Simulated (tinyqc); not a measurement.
From results back to parameters: donors with valley-orbit split 1s states. Five cases, with inputs chosen for the exercise.

Problem. The electron density is given and ND is hidden.

Each donor binds at most one electron, in any of its states. For a site s, W_s = sum over its states of g exp(E/kT), and the ionised share is 1/(1 + W_s exp(eta)), eta = (EF - Ec)/kT; n = Nc F_1/2(eta); neutrality n + NA = ND x (mean ionised share); holes are neglected. Nc from N = 2 (m kB T/(4 pi c))^(3/2) with c = hbar^2/2m0, in 1/angstrom^3; times 1e24 for 1/cm^3, m = md. F_j(eta) = (1/Gamma(j + 1)) integral_0^infinity x^j dx/(1 + exp(x - eta)), which tends to exp(eta) for eta << 0.

Constants: hbar^2/2m0 = 3.80998211 eV angstrom^2; kB = 8.617333262e-05 eV/K.

Find: eta; mean ionised share; ND.

Method. n/Nc gives eta, eta and W_s give the ionised share, and ND = (n + NA)/share.

Case 1.

Values chosen (near those of P in Si; shifted at random, so the results belong to these values and not to a real crystal):
- md = 1.053 m0 (density-of-states mass of the conduction band)
- E = (44.5, 32.3, 31.2) meV (binding energies of 1s(A1), 1s(T2), 1s(E))
- g = (2, 6, 4) (their degeneracies with spin)
- T = 300 K
- NA = 0 1/cm^3 (compensating acceptors, all ionised)

n = 1.0804e+16 1/cm^3

Solution.

eta = -7.828
mean ionised share = 0.982
ND = 1.1e+16 1/cm^3

Case 2.

Values chosen (near those of P in Si; shifted at random, so the results belong to these values and not to a real crystal):
- md = 1.06 m0 (density-of-states mass of the conduction band)
- E = (44.6, 33, 31.6) meV (binding energies of 1s(A1), 1s(T2), 1s(E))
- g = (2, 6, 4) (their degeneracies with spin)
- T = 225 K
- NA = 0 1/cm^3 (compensating acceptors, all ionised)

n = 2.4385e+17 1/cm^3

Solution.

eta = -4.285
mean ionised share = 0.498
ND = 4.9e+17 1/cm^3

Case 3.

Values chosen (near those of Sb in Si; shifted at random, so the results belong to these values and not to a real crystal):
- md = 1.032 m0 (density-of-states mass of the conduction band)
- E = (43.3, 33.7, 31.4) meV (binding energies of 1s(A1), 1s(T2), 1s(E))
- g = (2, 6, 4) (their degeneracies with spin)
- T = 350 K
- NA = 1.3e+16 1/cm^3 (compensating acceptors, all ionised)

n = 2.1169e+16 1/cm^3

Solution.

eta = -7.356
mean ionised share = 0.976
ND = 3.5e+16 1/cm^3

Case 4.

Values chosen (near those of P in Si; shifted at random, so the results belong to these values and not to a real crystal):
- md = 1.032 m0 (density-of-states mass of the conduction band)
- E = (46.6, 34.7, 33.6) meV (binding energies of 1s(A1), 1s(T2), 1s(E))
- g = (2, 6, 4) (their degeneracies with spin)
- T = 300 K
- NA = 0 1/cm^3 (compensating acceptors, all ionised)

n = 9.0452e+15 1/cm^3

Solution.

eta = -7.975
mean ionised share = 0.983
ND = 9.2e+15 1/cm^3

Case 5.

Values chosen (near those of Sb in Si; shifted at random, so the results belong to these values and not to a real crystal):
- md = 1.039 m0 (density-of-states mass of the conduction band)
- E = (44.4, 34.4, 32.4) meV (binding energies of 1s(A1), 1s(T2), 1s(E))
- g = (2, 6, 4) (their degeneracies with spin)
- T = 350 K
- NA = 0 1/cm^3 (compensating acceptors, all ionised)

n = 1.6675e+16 1/cm^3

Solution.

eta = -7.605
mean ionised share = 0.981
ND = 1.7e+16 1/cm^3

Computed by tinyqc, one run a case: `OMP_NUM_THREADS=1 python tinyqc.py N N+1 out.jsonl` with N = 1651624, 1651806, 1651931, 1651962, 1651964; one thread of a shared Intel(R) Xeon(R) Processor @ 2.30GHz, about 0.01 s a run at most.
